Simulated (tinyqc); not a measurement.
Interface traps from C-V curves, high-low and Terman methods: two steps of the calculation.

MOS capacitor on an n-type substrate; psi is the band bending, negative in depletion; only majority carriers are counted. At the bending psi the Fermi level lies y = xi - psi below the conduction edge at the surface, xi = Vt ln(Nc/Nd). Dit(y) = D0 + D1 exp(-y/E1); traps fill up to the Fermi level, follow the bias and a slow signal, and do not follow a fast one. V is the gate voltage from flat band.

Constants: q = 1.602176634e-19 C. Results are converted to the units shown.

Question 1. High-low extraction. q Dit = (1/C_LF - 1/Cox)^(-1) - (1/C_HF - 1/Cox)^(-1) at each point.

| point | C_HF (nF/cm^2) | C_LF (nF/cm^2) |
|---|---|---|
| 0 | 50.717509 | 67.516881 |
| 1 | 52.826330 | 69.964992 |
| 2 | 55.291748 | 73.121330 |
| 3 | 58.240022 | 77.202224 |
| 4 | 61.876115 | 82.422520 |
| 5 | 66.564672 | 88.928793 |
| 6 | 73.036431 | 96.724608 |
| 7 | 82.893905 | 105.67882 |
| 8 | 98.822417 | 115.63949 |

Cox = 138.12533 nF/cm^2

Wanted: Dit by high-low.

Answer 1.

| point | Dit by high-low (cm^-2 eV^-1) |
|---|---|
| 0 | 3.2413e11 |
| 1 | 3.5102e11 |
| 2 | 3.9430e11 |
| 3 | 4.6396e11 |
| 4 | 5.7605e11 |
| 5 | 7.5645e11 |
| 6 | 1.0468e12 |
| 7 | 1.5140e12 |
| 8 | 2.2660e12 |

Question 2. Terman extraction. psi at each point follows from C_HF and the ideal curve. Dit = (Cox/q) d(V - V0)/dpsi by central differences over the two neighbours.

| point | psi (V) | V0 (V) | V (V) |
|---|---|---|---|
| 0 | -0.61000000 | -1.2878920 | -1.9264742 |
| 1 | -0.53862500 | -1.1737536 | -1.7844753 |
| 2 | -0.46725000 | -1.0565199 | -1.6365299 |
| 3 | -0.39587500 | -0.9354023 | -1.4801120 |
| 4 | -0.32450000 | -0.8092066 | -1.3112314 |
| 5 | -0.25312500 | -0.6759634 | -1.1234188 |
| 6 | -0.18175000 | -0.5319783 | -0.9057379 |
| 7 | -0.11037500 | -0.3687876 | -0.6380703 |
| 8 | -0.03900000 | -0.1608291 | -0.2760972 |

Cox = 138.12533 nF/cm^2

Give: Dit by Terman.

Answer 2.

| point | Dit by Terman (cm^-2 eV^-1) |
|---|---|
| 1 | 3.537e11 |
| 2 | 3.987e11 |
| 3 | 4.710e11 |
| 4 | 5.873e11 |
| 5 | 7.746e11 |
| 6 | 1.076e12 |
| 7 | 1.561e12 |

The differences overstate the curved tail; the largest error is 3.1 %, at point 7.

Numbers from tinyqc (`OMP_NUM_THREADS=1 python tinyqc.py 2030078 2030079 out.jsonl`; about 0.01 s on one thread of a shared Intel Xeon 2.30GHz).
